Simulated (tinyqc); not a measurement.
# Phase-change memory cell, resistance drift and retention: effect of the operating temperature

The amorphous state follows Ra = R0 (t/t0)^nu exp[(q Ec/kB)(1/T - 1/(300 K))], with nu taken as independent of T. An intermediate level follows the logarithmic mixing rule ln R = (1 - fa) ln Rc + fa ln Ra with constant Rc. The time to lose the data by crystallisation is tr = tx exp[(q Ex/kB)(1/T - 1/Tx)]; 1 year = 3.15576e7 s. These are empirical laws.

T10 is the temperature at which tr is ten years.

Parameters, values chosen for the exercise; values of the order found in chalcogenide phase-change cells: resistance of the amorphous state at t0 and 300 K R0 = 11 Mohm; reference time t0 = 0.001 s; drift exponent nu = 0.055; activation energy of conduction Ec = 0.16 eV; activation energy of crystallisation Ex = 3.1 eV; temperature of a bake Tx = 473 K; time to crystallise in that bake tx = 49000 s; time of the read t = 86400 s; resistance of the crystalline state Rc = 13 kohm.

Constants: q = 1.602176634e-19 C, kB = 1.380649e-23 J/K. Results are converted to the units shown.

The same in every row: T10 (K) = 424.1.

Results:
```
T (K)  Ra (Mohm)  Ra/Rc  tr (years)
298        31.33   2410    3.873e16
313        23.24   1788    1.190e14
343        13.83   1064     5.127e9
358        11.03  848.2     6.330e7
373        8.951  688.5     1.113e6
388        7.384  568.0     2.674e4
403        6.179  475.3       847.9
418        5.237  402.9       34.45
```

Estimate the missing row, T = 328 K.

Computed row:
```
T (K)  Ra (Mohm)  Ra/Rc  tr (years)
328        17.72   1363    6.207e11
```

With this row back in the table: As T goes from 298 to 418 K, Ra falls from 31.3 to 5.24 Mohm, tr falls from 3.87e16 to 34.4 years and T10 stays at 424 K. Retention changes by 15 decades and the read window by 0.78, in the ratio Ex/Ec. For T = 298 to 388 K tr is an extrapolation over many decades from the bake and only says that crystallisation is no limit.

tinyqc, about 0.01 s, one thread, Intel Xeon 2.30GHz (shared host): `OMP_NUM_THREADS=1 python tinyqc.py 2880124 2880125 out.jsonl`
